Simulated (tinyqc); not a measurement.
Worked calculation: tunnelling through a thin dielectric with one trap, as a tight-binding chain. Values are carried at full precision from step to step, so a last printed digit may differ when a step is redone from the rounded ones.

Hopping -t everywhere, t = c/(m a^2), c = hbar^2/2m0; lead sites at 2t (band bottom 0), barrier sites 1 to N at 2t + phi, and site j has U besides. No voltage. Leads give S = -t exp(ika) on sites 1 and N, cos(ka) = 1 - E/(2t). T = (2 t sin(ka))^2 |G_1N|^2, G = (E - H - S)^-1. In the barrier cosh(q a) = 1 + (phi - E)/(2t).

Constants: hbar^2/2m0 = 3.80998211 eV angstrom^2; hbar = 6.58211957e-16 eV s.

Values chosen for the exercise (barrier and mass of the size used for Al2O3 on silicon; shifted at random, so the results belong to these values and not to a real crystal):
- a = 2.5 angstrom (site spacing)
- m = 0.29 m0 (mass, the same in leads and barrier)
- phi = 2.25 eV (conduction edge of the barrier above that of the leads)
- U = -3.54 eV (extra energy on the trap site)
- E = 0.49 eV (electron energy)
- N = 9 (barrier sites)
- j = 6 (site of the trap)

## Scales

Form t, ka, q a, and the level of the trap in an endless barrier, Eb = phi + 2t - sqrt(4 t^2 + U^2).

t = 2.1021 eV
ka = 0.48763 rad
q a = 0.88578
Eb = 0.9581 eV

## The matrix E - H - S

Fill it in.

E - H - S (eV):
```
[[-4.1071+0.9849i, 2.1021, 0.0000, 0.0000, 0.0000, 0.0000, 0.0000, 0.0000, 0.0000],
 [2.1021, -5.9641, 2.1021, 0.0000, 0.0000, 0.0000, 0.0000, 0.0000, 0.0000],
 [0.0000, 2.1021, -5.9641, 2.1021, 0.0000, 0.0000, 0.0000, 0.0000, 0.0000],
 [0.0000, 0.0000, 2.1021, -5.9641, 2.1021, 0.0000, 0.0000, 0.0000, 0.0000],
 [0.0000, 0.0000, 0.0000, 2.1021, -5.9641, 2.1021, 0.0000, 0.0000, 0.0000],
 [0.0000, 0.0000, 0.0000, 0.0000, 2.1021, -2.4241, 2.1021, 0.0000, 0.0000],
 [0.0000, 0.0000, 0.0000, 0.0000, 0.0000, 2.1021, -5.9641, 2.1021, 0.0000],
 [0.0000, 0.0000, 0.0000, 0.0000, 0.0000, 0.0000, 2.1021, -5.9641, 2.1021],
 [0.0000, 0.0000, 0.0000, 0.0000, 0.0000, 0.0000, 0.0000, 2.1021, -4.1071+0.9849i]]
```

## Transmission

Invert the matrix; T = (2 t sin(ka))^2 |G_1N|^2.

first row of G (1/eV): [-0.2827-0.08603i, -0.1170-0.03561i, -0.04927-0.01501i, -0.02276-0.006968i, -0.01532-0.004764i, -0.02070-0.006548i, -0.008553-0.002787i, -0.003567-0.001360i, -0.001569-0.001072i]

T = 1.401e-05

Without the trap T is 3.69e-07: the trap changes it by a factor 37.9 at this energy.

## The resonance

Resonance: the lowest eigenvalue of H + S(E), iterated until its real part equals E (40 rounds from Eb = phi + 2t - sqrt(4t^2 + U^2), the level in an endless barrier). With v the normalised squared amplitudes of that state, Gamma_L = 2 t sin(ka) v_1, Gamma_R = 2 t sin(ka) v_N; Breit-Wigner T = Gamma_L Gamma_R/((E - Er)^2 + (Gamma_L + Gamma_R)^2/4).

Find Er, the two widths, the peak height 4 Gamma_L Gamma_R/(Gamma_L + Gamma_R)^2 and the escape time hbar/(Gamma_L + Gamma_R).

Er = 0.9577 eV

widths (meV): left 1.011, right 21.57

peak height = 0.1710
escape time = 29.2 fs

squared amplitudes: [0.0004, 0.0014, 0.0065, 0.0302, 0.1394, 0.6439, 0.1396, 0.0306, 0.0081]

The nearby leads move the level 0.4 meV below its value in an endless barrier. The trap is closer to the right lead, which takes 95.5 % of the escapes.

## Checks

- T at Er from the chain against the Breit-Wigner peak: both 0.171.
- T without trap against the closed form for a lattice barrier: both 3.694e-07.

Computed by tinyqc, a small Python program: `OMP_NUM_THREADS=1 python tinyqc.py 1480169 1480170 out.jsonl` (the numbers bound the seed that draws the inputs); one thread of a shared host (Intel(R) Xeon(R) Processor @ 2.30GHz), about 0.06 s for the whole set of steps.
